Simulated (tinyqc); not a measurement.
Band edges of strained Si(1-x)Ge(x) on relaxed Si(1-y)Ge(y): one step. Valence edges of the layer. Three cases, with inputs chosen for the exercise.

Problem. Give the strain block and the three twofold edges.

Valence edges: Ev plus the levels of the 6 x 6 matrix of X, Y, Z times spin with -Dso/3 + l exx + m (eyy + ezz) on the diagonal (cyclic), n exy off it, l = av + 2 b, m = av - b, n = sqrt(3) d. Spin-orbit term (Dso/3) L.sigma on X, Y, Z with (L_k)_ij = -i epsilon_kij: <X+|H|Y+> = -i Dso/3, <X+|H|Z-> = Dso/3, <Y+|H|Z-> = -i Dso/3, <Z+|H|X-> = -Dso/3, <Z+|H|Y-> = i Dso/3, <X-|H|Y-> = i Dso/3, and their conjugates; + and - are the spin along z.

Give: strain block; edges from the top.

Case 1.

Interpolated values (a in angstrom, C11, C12, C44 in GPa, all else in eV):
```
symbol       layer      buffer
a         5.429000    5.534962
Dso       0.044000    0.163560
av        2.430000    1.851800
b        -2.100000   -2.320500
d        -4.780000   -5.044600
C11     166.600000  147.294000
C12      63.200000   55.556000
C44      80.000000   73.630000
Ev        0.000000    0.308700
ED        1.165000    1.006010
EL        2.010000    1.392600
aD        1.730000    1.534000
aL       -3.190000   -3.013600
XuD       8.970000    9.121900
XuL      16.280000   15.574400
```

strain tensor in the cubic axes, rows x, y, z and columns alike:
```
[[0.01951787, 0.00000000, 0.00000000],
 [0.00000000, 0.01951787, 0.00000000],
 [0.00000000, 0.00000000, -0.01480827]]
```

Solution.

strain block (eV), rows X, Y, Z and columns alike:
```
[[-0.0132, 0, 0],
 [0, -0.0132, 0],
 [0, 0, 0.2030]]
```

edges from the top (eV): [0.1902, -0.0132, -0.0444]

The top two edges are split by 203 meV.

Case 2.

Interpolated values (a in angstrom, C11, C12, C44 in GPa, all else in eV):
```
symbol       layer      buffer
a         5.427000    5.506450
Dso       0.043000    0.130850
av        2.420000    2.014000
b        -2.080000   -2.234000
d        -4.860000   -4.989500
C11     166.400000  152.925000
C12      63.300000   58.260000
C44      80.000000   75.660000
Ev        0.000000    0.245000
ED        1.138000    1.017092
EL        1.977000    1.542650
aD        1.800000    1.649500
aL       -3.180000   -2.945500
XuD       9.390000    9.463500
XuL      16.760000   16.123000
```

strain tensor in the cubic axes, rows x, y, z and columns alike:
```
[[0.01463976, 0.00000000, 0.00000000],
 [0.00000000, 0.01463976, 0.00000000],
 [0.00000000, 0.00000000, -0.01113819]]
```

Solution.

strain block (eV), rows X, Y, Z and columns alike:
```
[[-0.0097, 0, 0],
 [0, -0.0097, 0],
 [0, 0, 0.1511]]
```

edges from the top (eV): [0.1391, -0.0097, -0.0407]

The top two edges are split by 149 meV.

Case 3.

Interpolated values (a in angstrom, C11, C12, C44 in GPa, all else in eV):
```
symbol       layer      buffer
a         5.629069    5.575239
Dso       0.263830    0.209490
av        1.386400    1.659200
b        -2.471600   -2.374800
d        -5.187200   -5.081600
C11     133.747000  142.041000
C12      50.294000   53.682000
C44      69.019000   71.857000
Ev        0.596300    0.448900
ED        0.940938    0.961882
EL        0.885850    1.157550
aD        1.478400    1.575200
aL       -2.967400   -3.042200
XuD       9.078800    9.096400
XuL      15.225200   15.515600
```

strain tensor in the cubic axes, rows x, y, z and columns alike:
```
[[-0.00956279, 0.00000000, 0.00000000],
 [0.00000000, -0.00956279, 0.00000000],
 [0.00000000, 0.00000000, 0.00719195]]
```

Solution.

strain block (eV), rows X, Y, Z and columns alike:
```
[[0.0249, 0, 0],
 [0, 0.0249, 0],
 [0, 0, -0.0994]]
```

edges from the top (eV): [0.6212, 0.5528, 0.3014]

The top two edges are split by 68 meV.

Computed by tinyqc, one run a case: `OMP_NUM_THREADS=1 python tinyqc.py N N+1 out.jsonl` with N = 1080710, 1080760, 1080768; one thread of a shared Intel(R) Xeon(R) Processor @ 2.30GHz, about 0.01 s a run at most.
